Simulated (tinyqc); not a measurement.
## Length offset and series resistance from crossing lines

Question. R_total = Rs + k (L - dL)/Vo with constant Rs, dL and k. Find k, dL and Rs.

R_total at (L, Vo) = (45, 0.42), (135, 0.42), (45, 0.89) and (135, 0.89), L in nm and Vo in V (ohm um): 621.33333  1542.7619  409.39326  844.22472

Answer. At each overdrive R is a straight line in L with slope k/Vo; the two lines cross at L = dL, R = Rs.

k = 4.300 ohm um V/nm
dL = 5.800 nm
Rs = 220.0 ohm um

tinyqc, about 0.03 s, one thread, Intel Xeon 2.30GHz (shared host): `OMP_NUM_THREADS=1 python tinyqc.py 2282262 2282263 out.jsonl`
